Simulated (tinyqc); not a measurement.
Inside a calculation. Method: lattice vibrations of a chain. Computed by tinyqc, a small Python program that keeps every step. Command: `OMP_NUM_THREADS=1 python tinyqc.py 24753 24754 out.jsonl` (the two numbers bound the seeds that draw the settings). One thread of a shared host (Intel(R) Xeon(R) Processor @ 2.60GHz), about 0.01 s of CPU time with the checks.

## Dynamical matrix at q = 0.36

A chain moving along its axis:
```
atom   mass (u)  spring to the next atom (eV/angstrom^2)
1      5.300000                                22.500000
2     50.200000                                 9.900000
3     69.700000                                 5.900000
4     58.700000                                 3.200000
```

q is in units of 2 pi/a. A spring k from atom i to atom j, n cells on, adds k to Phi_ii and Phi_jj, -k exp(2 pi i q n) to Phi_ij and the conjugate to Phi_ji (for one atom a cell: 2k (1 - cos 2 pi q n)); D_ij = Phi_ij / sqrt(m_i m_j).

D(q) (eV/(angstrom^2 u)):
```
[[4.849057, -1.379408, 0.000000, 0.115644+0.139789i],
 [-1.379408, 0.645418, -0.167366, 0.000000],
 [0.000000, -0.167366, 0.226686, -0.092239],
 [0.115644-0.139789i, 0.000000, -0.092239, 0.155026]]
```

## Frequencies

omega^2 are the eigenvalues; wavenumber = 521.4708 sqrt(eigenvalue) 1/cm.

eigenvalues: [0.038649, 0.146907, 0.423020, 5.267610]

wavenumbers (1/cm): [102.5, 199.9, 339.2, 1196.8]

weights |e|^2 of the mass-weighted modes, order atom 1, atom 2, atom 3, atom 4:
```
[[0.022316, 0.027086, 0.033680, 0.916918],
 [0.267252, 0.258628, 0.392270, 0.081851],
 [0.451651, 0.083791, 0.464475, 0.000083],
 [0.258782, 0.630495, 0.109575, 0.001148]]
```

## Dispersion and heat capacity

C/k_B per atom = mean over q = (j + 1/2)/80, j = 0..39 and all branches of y^2 e^y/(e^y - 1)^2, y = hc wavenumber / k_B T.

Wavenumbers (1/cm):
```
q           branch 1    branch 2    branch 3     branch 4
0.000000    0.000000  241.885618  327.041496  1196.853075
0.062500   19.035200  240.178157  327.747066  1196.852560
0.125000   37.893899  235.292474  329.652908  1196.851093
0.187500   56.374086  227.808786  332.264819  1196.848898
0.250000   74.206891  218.436236  335.052141  1196.846309
0.312500   90.966980  207.955847  337.589339  1196.843719
0.375000  105.849553  197.415087  339.581504  1196.841524
0.437500  117.134640  188.682775  340.843425  1196.840057
0.500000  121.639469  185.020664  341.274640  1196.839542
```

Heat capacity:
```
T (K)  C/k_B per atom
20           0.076893
50           0.196088
100          0.391577
200          0.609264
300          0.704866
600          0.861892
1200         0.956256
```

zero-point energy per atom = 28.176928 meV
